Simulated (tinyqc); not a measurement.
# One-dimensional ballistic tunnel FET, two-band WKB: effects of single changes

A p-type source for x < 0 with its Fermi level at 0 and its valence edge at ds; in the channel the bands fall as D exp(-x/lam) towards their flat values, with the conduction edge at Ec = ds - dP and D = dP + Eg. The gate moves dP one to one. The drain Fermi level lies at -Vd and the drain side reflects nothing. For w = E - Ec between 0 and dP an electron crosses the gap. Two-band dispersion with equal masses m: inside the gap kappa = sqrt(m u (1 - u/Eg)/C), u the distance from a band edge, C = hbar^2/(2 m0).

Values chosen for this exercise; band and dielectric values close to those of indium arsenide:
```
symbol,value,unit,meaning
T,350,K,temperature
Eg,0.353,eV,band gap
m,0.023,m0,band-edge mass of the two-band model
lam,4.8,nm,screening length of the source junction
ds,0.06,eV,source valence edge above the source Fermi level
Vd,0.3,V,drain bias
g,1,,number of degenerate subbands (spin apart)
dP,0.3,eV,tunnelling window Ev(source) - Ec(channel)
```

Constants: q = 1.602176634e-19 C, kB = 1.380649e-23 J/K, hbar = 1.054571817e-34 J s, h = 6.62607015e-34 J s, m0 = 9.1093837015e-31 kg, Vt = kB T/q, hbar^2/(2 m0) = 0.0380998212 eV nm^2. Results are converted to the units shown.

Each table varies one quantity; the others keep the values above.

## Transfer curve and swing

S(w) = 2 lam int_0^Eg kappa(u) du/(w + Eg - u) = 2 pi lam sqrt(m/(C Eg)) [w + Eg/2 - sqrt(w (w + Eg))], T(w) = exp(-S). I = g (2 q^2/h) int_0^dP T(w) [f(E) - f(E + Vd)] dw, E = ds - dP + w, f(x) = 1/(1 + exp(x/Vt)). Swing = d(dP)/d(log10 I).

Results:
```
dP (eV),T(w = dP),I (uA),swing (mV/decade)
0.011,0.007451,5.108e-4,13.99
0.016,0.01044,0.001034,18.80
0.025,0.01636,0.002593,26.60
0.039,0.02671,0.007148,37.39
0.06,0.04420,0.02123,52.07
0.092,0.07357,0.06927,73.97
0.22,0.1950,0.8446,185.7
0.33,0.2859,2.408,315.8
0.51,0.4025,5.831,738.7
```

Estimate the missing row, dP = 0.14 eV.

Computed row:
```
dP (eV),T(w = dP),I (uA),swing (mV/decade)
0.14,0.1199,0.2345,110.8
```

With this row back in the table: I rises from 5.11e-4 to 5.83 uA and the swing rises from 14.0 to 739 mV/decade. The thermionic limit is Vt ln 10 = 69.4 mV/decade; the swing stays under it up to dP = 0.06 eV among the rows, where I is 0.0212 uA, 0.36 % of the last row. Leakage below the onset is not in the model. In 3 of the 10 rows S at w = dP is below 2, where a WKB prefactor of 1 is a rough guess.

## Effect of the source degeneracy

Same model as above.

Effect of the source degeneracy:
```
ds (eV),I (uA),swing (mV/decade)
-0.05,2.755,380.9
0,2.584,334.7
0.05,2.038,286.1
0.1,1.373,234.7
0.15,0.8028,184.8
0.2,0.3947,140.2
0.25,0.1521,104.3
0.3,0.04310,81.55
```

I falls from 2.76 to 0.0431 uA, and the swing falls from 381 to 81.5 mV/decade. The screening length is held fixed, though doping would change it. In every row S at w = dP is below 2, where a WKB prefactor of 1 is a rough guess.

## Effect of the band gap with the mass tied to it

Same model as above.

The mass follows the gap, m = 0.023 Eg/0.353 eV.

Effect of the band gap with the mass tied to it:
```
Eg (eV),T(w = dP),I (uA),swing (mV/decade)
0.2,0.6060,6.547,371.0
0.37,0.2355,1.640,268.4
0.54,0.06842,0.3325,211.7
0.71,0.01619,0.05837,176.0
0.89,0.002975,0.008221,150.3
1.06,5.298e-4,0.001181,132.7
1.23,8.549e-5,1.581e-4,119.3
1.4,1.270e-5,1.991e-5,108.6
```

What does the comparison show?

T(w = dP) falls from 0.606 to 1.27e-5 and I falls from 6.55 to 1.99e-5 uA; the swing falls from 371 to 109 mV/decade. With m/Eg fixed, S depends on the gap only through w + Eg/2 - sqrt(w (w + Eg)). For Eg = 0.2, 0.37 S at w = dP is below 2, where a WKB prefactor of 1 is a rough guess.

Computed by the program tinyqc: `OMP_NUM_THREADS=1 python tinyqc.py 2620173 2620174 out.jsonl`, one thread of a shared Intel Xeon 2.30GHz, about 0.02 s for the whole run.
